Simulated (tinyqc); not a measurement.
Worked calculation: plane-wave Kohn-Sham cycle with exchange-only LDA in a layered model solid. One step of it, computed by the program tinyqc.

Problem. Iteration 1: Hamiltonian at one k. H(m,m') = (k + G_m)^2/2 delta + V(G_m - G_m'), with V(-G) = V(G).

A solid whose potential varies along x alone (atomic units):
```
parameter                      value
period a                   11.000000
cross-section of the cell  17.000000
electrons per cell                 4
grid points                       16
plane waves -n..n, n               3
k points                           4
V1 in V1 cos(2 pi x/a)     -0.620000
V2 in V2 cos(4 pi x/a)     -0.240000
```

V(G_m), m = 0, 1, 2, ... (hartree): -0.273357  -0.310000  -0.120000  0.000000  0.000000  0.000000  0.000000

k = 0.125000 2 pi / a

Give: H.

Solution.

H (hartree):
```
         -3       -2       -1       +0       +1       +2       +3
-3   1.0750  -0.3100  -0.1200   0.0000   0.0000   0.0000   0.0000
-2  -0.3100   0.3002  -0.3100  -0.1200   0.0000   0.0000   0.0000
-1  -0.1200  -0.3100  -0.1485  -0.3100  -0.1200   0.0000   0.0000
+0   0.0000  -0.1200  -0.3100  -0.2708  -0.3100  -0.1200   0.0000
+1   0.0000   0.0000  -0.1200  -0.3100  -0.0669  -0.3100  -0.1200
+2   0.0000   0.0000   0.0000  -0.1200  -0.3100   0.4633  -0.3100
+3   0.0000   0.0000   0.0000   0.0000  -0.1200  -0.3100   1.3197
```
